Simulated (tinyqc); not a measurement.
Ellipsoidal valleys in the axes of a wafer and a channel: one step. Masses of all valleys. Three cases, with inputs chosen for the exercise.

Problem. Give mz, md, mc, mx and my.

Valleys with axes a along x, y and z, two valleys each; inverse mass tensor w = 1/mt + (1/ml - 1/mt) a a. Device axes: z = nz/|nz|, x = nx/|nx|, y = z cross x; in them a = (ax, ay, az). Confinement mass mz = 1/w_zz. In the plane w_ij is replaced by u_ij = w_ij - w_iz w_jz/w_zz (i, j = x, y); density-of-states mass md = 1/sqrt(det u); conductivity mass along x mc = 1/u_xx; ballistic transport mass mx = u_yy/det u, width mass my = 1/u_yy.

Case 1.

Values chosen (near those of the Delta valleys of Si; shifted at random, so the results belong to these values and not to a real crystal): ml = 0.889 m0 (longitudinal mass); mt = 0.192 m0 (transverse mass); nz = (1, 1, 3) (surface normal (confinement)); nx = (1, -1, 0) (channel direction).

Case 2.

Values chosen (near those of the Delta valleys of Si; shifted at random, so the results belong to these values and not to a real crystal): ml = 0.918 m0 (longitudinal mass); mt = 0.185 m0 (transverse mass); nz = (0, 0, 1) (surface normal (confinement)); nx = (1, 0, 0) (channel direction).

Case 3.

Values chosen (near those of the Delta valleys of Si; shifted at random, so the results belong to these values and not to a real crystal): ml = 0.952 m0 (longitudinal mass); mt = 0.197 m0 (transverse mass); nz = (0, 0, 1) (surface normal (confinement)); nx = (1, 0, 0) (channel direction).

Give: Masses (m0).

Solution.

Case 1.

Masses (m0):
```
valley      mz      md      mc      mx      my
x       0.2067  0.3981  0.3322  0.5405  0.2933
y       0.2067  0.3981  0.3322  0.5405  0.2933
z       0.5355  0.2474  0.1920  0.1920  0.3187
```

mz md^2 = ml mt^2 = 0.03277 for every valley, so a heavy confinement mass comes with a small density of states. The heaviest mz is 0.536, for z.

Case 2.

Masses (m0):
```
valley      mz      md      mc      mx      my
x       0.1850  0.4121  0.9180  0.9180  0.1850
y       0.1850  0.4121  0.1850  0.1850  0.9180
z       0.9180  0.1850  0.1850  0.1850  0.1850
```

mz md^2 = ml mt^2 = 0.03142 for every valley, so a heavy confinement mass comes with a small density of states. The heaviest mz is 0.918, for z.

Case 3.

Masses (m0):
```
valley      mz      md      mc      mx      my
x       0.1970  0.4331  0.9520  0.9520  0.1970
y       0.1970  0.4331  0.1970  0.1970  0.9520
z       0.9520  0.1970  0.1970  0.1970  0.1970
```

mz md^2 = ml mt^2 = 0.03695 for every valley, so a heavy confinement mass comes with a small density of states. The heaviest mz is 0.952, for z.

Computed by tinyqc, one run a case: `OMP_NUM_THREADS=1 python tinyqc.py N N+1 out.jsonl` with N = 1851024, 1851103, 1851111; one thread of a shared Intel(R) Xeon(R) Processor @ 2.30GHz, about 0.01 s a run at most.
